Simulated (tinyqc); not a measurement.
# Which input was changed?

Model: grain-boundary trapping model (Seto) of a polycrystalline semiconductor film. Computed by tinyqc, a small Python program. Command: `OMP_NUM_THREADS=1 python tinyqc.py 3013643 3013644 out.jsonl poly which`. One thread of a shared host (Intel(R) Xeon(R) Processor @ 2.30GHz), about 0.04 s of CPU time with the checks.

Grains of equal size L are joined by thin boundaries with one trap level. Trapped carriers deplete a width W on each side and raise a barrier, crossed by thermionic emission. Dopants are fully ionised, statistics are non-degenerate and mu_g does not depend on T.

Inputs (values chosen for the exercise, modelled on polycrystalline SiGe): permittivity eps = 13.5; effective mass m = 0.3 m_0; effective density of states at 300 K, N_c = 1.5e+19 1/cm^3; grain size L = 84 nm; trap density Q_t = 6.6e+11 1/cm^2; trap level E_t below the band edge = 0.38 eV; doping N = 5.3e+16 1/cm^3; mobility inside the grains mu_g = 150 cm^2/(V s); temperature T = 300 K.

Grain interior: resistance included.

Constants: k_B = 8.617333262e-05 eV/K; e = 1.602176634e-19 C; eps_0 = 8.8541878128e-12 F/m; m_0 = 9.1093837015e-31 kg; k_B = 1.380649e-23 J/K.

Method. N_c(T) = N_c (T/300 K)^(3/2). Filled traps Q = Q_t/(1 + (1/2) exp((E_t* - E_F)/k_B T)), where E_t* = e V_B - E_t and E_F are counted from the band edge at the grain centre. Partial depletion: Q = 2 N W, V_B = e N W^2/(2 eps eps_0), E_F = k_B T ln(N/N_c); solve for W. If that W would exceed L/2 the grain is fully depleted: W = L/2, Q = N L, and E_F follows from the trap equation. Centre density n_0 = N_c exp(E_F/k_B T). Boundary: sigma_b = L e^2 n_0 exp(-e V_B/k_B T)/sqrt(2 pi m k_B T); drift through the grain, depleted parts included: rho_g = [(1 - 2W/L) + (2W/L) int_0^1 exp(y^2 s^2) ds]/(e n_0 mu_g); rho = 1/sigma_b + rho_g. Mean carrier density n_av = n_0 [(1 - 2W/L) + (2W/L) (sqrt(pi)/2) erf(y)/y], y = sqrt(e V_B/k_B T); effective mobility 1/(e n_av rho).

Task: One of these inputs alone was changed, within the range given: grain size L (42 to 168); trap density Q_t (3.3e+11 to 1.32e+12); effective mass m (0.15 to 0.6); permittivity eps (6.75 to 27). Which one, and to what value?

Results:
```
run     resistivity rho (ohm cm)  mean carrier density (1/cm^3)  barrier V_B (V)
before                  2323.086                   4.013956e+13       0.06265740
after                   3653.345                   2.552391e+13       0.06265740
```

Result:

Each candidate set to reproduce resistivity rho, and what it then gives:
```
candidate                       range searched  value needed  mean carrier density (1/cm^3)  barrier V_B (V)
grain size L (nm)                    42 to 168         76.00                     2.1185e+13         0.051294
trap density Q_t (1/cm^2)  3.3e+11 to 1.32e+12      7.830e11                     2.5524e+13         0.062657
effective mass m (m_0)             0.15 to 0.6  out of reach                              -                -
permittivity eps                    6.75 to 27         26.35                     1.5654e+13         0.032103
```

Only trap density Q_t fits every result: it went from 6.6e+11 to 7.83e11 1/cm^2. The next best candidate, grain size L, misses one result by 18 %.
